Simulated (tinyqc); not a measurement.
Temperature and isotope dependence of a band gap in oscillator models, step by step. Values are carried at full precision from step to step, so a last printed digit may differ when a step is redone from the rounded ones.

E(T) = E0 - sum_i sl_i th_i n_i(T), n = 1/(exp(th/T) - 1). The same coupling lowers the gap at 0 K by the zero-point term ZP = sum_i sl_i th_i/2, so the gap of the static lattice is E0 + ZP. Thermal expansion is taken as part of the slopes.

Inputs chosen for the exercise (near those of InAs; shifted at random, so the results belong to these values and not to a real crystal): E0 = 0.419 eV (gap at 0 K); th = (41, 186) K (temperatures of two oscillators); sl = (0.077, 0.208) meV/K (their high-temperature slopes); T = 150 K (temperature); M = 94.97 u (mean atomic mass); dM = -5.16 u (change of the mean mass (not bounded by the natural isotopes)); T12 = (60, 140) K (temperatures of the fits).

## The gap at T

Give the occupations, the two terms, the gap, ZP and the static gap.

n_i: [3.18129, 0.40723]

terms (meV): [10.043, 15.755]

E(T) = 0.3932 eV
ZP = 20.92 meV
static gap = 0.4399 eV

The thermal fall, 25.8 meV, is larger than the zero-point term, 20.9 meV; the soft oscillator supplies 39 % of the fall but 8 % of ZP. A calculation with clamped ions should be compared with the static gap.

## Slope and asymptote

dE/dT = -sum sl_i (th_i/T)^2 n_i (1 + n_i). At high T, n -> T/th - 1/2, so E -> E0 + ZP - (sum sl_i) T. Give the slope, its ratio to the limit, and the value at 0 K of the tangent drawn at T.

dE/dT = -0.2598 meV/K
ratio to the limiting slope = 0.9116
intercept of the tangent = 0.4322 eV
intercept - E0 = 13.17 meV

The tangent recovers 63 % of ZP: the extrapolation works only from T well above the higher oscillator (186 K).

## Isotope effect

With M -> M + dM the oscillator temperatures scale as M^(-1/2) and the slopes stay. Give th, ZP, E0 (static gap fixed) and E(T) for the new mass, and the linear rule dE0 = ZP dM/(2 M).

th (K): [42.16, 191.27]

ZP = 21.515 meV
shift of E0 = -0.593 meV
linear rule = -0.568 meV
shift of E(T) = -0.222 meV

The lighter crystal has the narrower gap. At 150 K 38 % of the shift at 0 K is left; it fades at high T, where the motion is classical and the mean-square amplitude no longer depends on mass.

## Two common fits

Two-parameter forms are made to pass through the falls at the two temperatures T12: Varshni aV T^2/(T + bV), from the line T^2/fall = (T + bV)/aV; one oscillator s1 t1/(exp(t1/T) - 1), with t1 from the ratio of the falls.

Give the falls and the parameters.

falls (meV): [5.0450, 23.2168]

aV = 0.6124 meV/K
bV = 377 K
t1 = 116.6 K
s1 = 0.2588 meV/K
ZP of the one-oscillator fit = 15.1 meV

The limiting slope of the model is 0.2850 meV/K; Varshni puts it +115 % off and one oscillator -9 %. The ZP of the fit differs from the true one by -5.8 meV.

## Checks

- Slope by finite differences against the formula (meV/K): both 0.25980.
- Fall at 20 times the higher oscillator temperature against the asymptote (meV): 1039.4 against 1039.3.

(tinyqc, `OMP_NUM_THREADS=1 python tinyqc.py 1880785 1880786 out.jsonl`, Intel(R) Xeon(R) Processor @ 2.30GHz, 1 thread, shared host, about 0.01 s.)
